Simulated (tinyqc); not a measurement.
Stripping the layer step by step: sheet resistance and Hall data of a diffused or implanted layer. Computed by tinyqc, a small Python program. Command: `OMP_NUM_THREADS=1 python tinyqc.py 3015001 3015002 out.jsonl layer walk`. One thread of a shared host (Intel(R) Xeon(R) Processor @ 2.30GHz), about 0.01 s of CPU time with the checks.

Carriers are taken equal to the net active doping down to the junction (full ionisation, which deep dopants in wide-gap hosts do not reach; no spill-over, no depletion), and the Hall factor is 1.

Inputs (values chosen for the exercise, modelled on boron in silicon):
```
quantity                                 value        unit
mu_min                                    46.3  cm^2/(V s)
mu_max                                     460  cm^2/(V s)
N_ref                                    2e+17      1/cm^3
exponent alpha                            0.71           -
peak concentration N_0                 5.5e+20      1/cm^3
length scale l                              77          nm
background doping N_B (opposite type)  3.4e+14      1/cm^3
solubility limit N_s                     2e+20      1/cm^3
```

Profile: Gaussian at the surface. Activation: limited by solubility.

Constants: e = 1.602176634e-19 C.

Method:
- N(x) = N_0 exp(-x^2/l^2), dose N_0 l sqrt(pi)/2, junction x_j = l sqrt(ln(N_0/N_B)).
- Mobility mu = mu_min + (mu_max - mu_min)/(1 + (N_t/N_ref)^alpha), N_t = active doping + N_B; carriers n = active doping - N_B, active doping min(N, N_s).
- Integrals from x_0 (0 unless stated) to x_j by the midpoint rule on 400 even intervals: 1/R_s = e int n mu dx; sheet density n_s = int n dx; Hall sheet density (int n mu dx)^2/int n mu^2 dx; Hall mobility int n mu^2 dx/int n mu dx.
- After removing a depth d the integrals start at d. Differences between neighbouring rows give the local conductivity -d(1/R_s)/dx at the middle of the slice (the last slice uses one more step, not listed).

junction depth x_j = 291.142 nm

Differential sheet resistance:
```
removed d (nm)   R_s (ohm)  slice conductivity (S/cm)  sigma at mid-slice (S/cm)
0               5.8078e+01                     1581.2                     1581.2
29              7.9160e+01                     1581.1                     1581.2
58              1.2426e+02                     1521.7                     1581.2
87              2.7514e+02                      817.3                      796.5
116             7.9091e+02                      299.6                      286.5
145             2.5279e+03                       96.4                       91.1
174             8.6115e+03                       30.2                       28.6
203             3.4992e+04                        8.3                        7.8
```

What does the comparison show, and why?

R_s doubles after removing between 29.0 and 58.0 nm of a layer 291 nm deep, so half the current flows above that depth. Where sigma exceeds a tenth of its largest listed value, the slice values agree with it within 5 %.

Extremes, crossings and ranges named in words are read from the listed rows.
